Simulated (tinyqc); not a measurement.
What each input does: carrier statistics of a doped semiconductor with parabolic bands.

Eg(T) = Eg0 - al T^2/(T + be); m_de = Mv^(2/3) (ml mt^2)^(1/3); m_dh = (mhh^(3/2) + mlh^(3/2))^(2/3); Nc and Nv from N = 2 (m kB T/(4 pi c))^(3/2) with c = hbar^2/2m0, in 1/angstrom^3; times 1e24 for 1/cm^3.

Energies are counted from Ev, so Ec = Eg. n = Nc F_1/2((EF - Eg)/kT), p = Nv F_1/2(-EF/kT), ND+ = ND/(1 + 2 exp((EF - Eg + ED)/kT)), NA- = NA/(1 + 4 exp((EA - EF)/kT)); neutrality asks p + ND+ = n + NA-. F_j(eta) = (1/Gamma(j + 1)) integral_0^infinity x^j dx/(1 + exp(x - eta)), which tends to exp(eta) for eta << 0.

Constants: hbar^2/2m0 = 3.80998211 eV angstrom^2; kB = 8.617333262e-05 eV/K.

Values chosen for the exercise (near those of Si; shifted at random, so the results belong to these values and not to a real crystal):
```
symbol  value     unit    meaning
Eg0     1.16      eV      gap at 0 K
al      0.000485  eV/K    Varshni alpha
be      640       K       Varshni beta
ml      0.936     m0      longitudinal electron mass
mt      0.185     m0      transverse electron mass
Mv      6                 equivalent valleys
mhh     0.53      m0      heavy-hole mass
mlh     0.151     m0      light-hole mass
ND      1e+17     1/cm^3  donors
NA      6.8e+16   1/cm^3  acceptors
ED      0.0451    eV      donor level below Ec
EA      0.0456    eV      acceptor level above Ev
T       150       K
```

Neutrality solved anew for each case.

One parameter was then changed.

Results before and after:
```
case     EF (eV)  n (1/cm^3)  p (1/cm^3)
base      1.0665    1.99e+16    5.82e-18
changed   1.0824    6.81e+16    1.70e-18
```

Which of these changes was made? (a) ED = 0.0677 eV; (b) Eg0 = 1.21 eV; (c) NA = 3.4e+16 1/cm^3; (d) ND = 2e+17 1/cm^3; (e) T = 130 K; (f) mhh = 0.636 m0; (g) mt = 0.222 m0.

Answer: (d) ND = 2e+17 1/cm^3. Of the candidates, run in turn, only this one gives the changed row.

All candidates:
```
case                 EF (eV)  n (1/cm^3)  p (1/cm^3)
base                  1.0665    1.99e+16    5.82e-18
T = 130 K             1.0791    1.45e+16    4.66e-24
ND = 2e+17 1/cm^3     1.0824    6.81e+16    1.70e-18
NA = 3.4e+16 1/cm^3   1.0764    4.31e+16    2.69e-18
Eg0 = 1.21 eV         1.1165    1.99e+16    1.22e-19
mt = 0.222 m0         1.0649    2.12e+16    6.57e-18
mhh = 0.636 m0        1.0665    1.99e+16    7.41e-18
ED = 0.0677 eV        1.0546    7.99e+15    1.45e-17
```

Run: tinyqc, `OMP_NUM_THREADS=1 python tinyqc.py 1650721 1650722 out.jsonl`; Intel(R) Xeon(R) Processor @ 2.30GHz, one thread, shared host; about 0.01 s of CPU time with all checks.
